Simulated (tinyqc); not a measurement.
# Minority carriers and saturation current of a heavily doped emitter: effect of temperature on the narrowing factor

n-type, parabolic bands, full ionisation. eta = (EF - Ec)/kB T solves N = Nc F12(eta), F12(x) = (2/sqrt(pi)) int_0^infinity sqrt(u)/(1 + exp(u - x)) du. The gap shrinks rigidly by dEg = E1 [ln(N/N0) + sqrt(ln^2(N/N0) + 0.5)], an empirical law that is here taken as the true narrowing.

Nc is given at 250 K and scales as T^1.5; dEg is held. The factor nie^2/ni^2 = exp(dEg/kB T) g, g = F12(eta) exp(-eta), divides the current gain of a transistor with this emitter.

Inputs (values chosen for the exercise); band and dielectric values close to those of silicon: conduction-band density of states at 250 K Nc = 2.13e19 cm^-3; ionised donor density N = 1.6e20 cm^-3; energy of the narrowing law E1 = 7 meV; density of the narrowing law N0 = 8.2e16 cm^-3.

Constants: q = 1.602176634e-19 C, kB = 1.380649e-23 J/K, Vt = kB T/q. Results are converted to the units shown.

Effect of temperature on the narrowing factor:
```
T (K)	eta	g	nie^2/ni^2	its logarithm
150	7.6190	0.0079360	29.583	3.3872
200	5.6466	0.037054	17.677	2.8723
250	4.4440	0.088255	12.263	2.5066
300	3.6252	0.15225	9.2954	2.2295
350	3.0254	0.22011	7.4690	2.0108
400	2.5623	0.28626	6.2523	1.8330
450	2.1907	0.34787	5.3939	1.6853
```

What does the comparison show?

The factor falls from 29.6 to 5.39. Its slope against q/kB T is 26.6 meV between the first two rows and 45.8 meV between the last two, against dEg = 106 meV: degeneracy takes back part of the narrowing. The factor grows on cooling, so the current gain of such a transistor falls.

Range of the model: Band tails, non-parabolic bands and incomplete ionisation are left out.

tinyqc, about 0.01 s, one thread, Intel Xeon 2.30GHz (shared host): `OMP_NUM_THREADS=1 python tinyqc.py 2330078 2330079 out.jsonl`
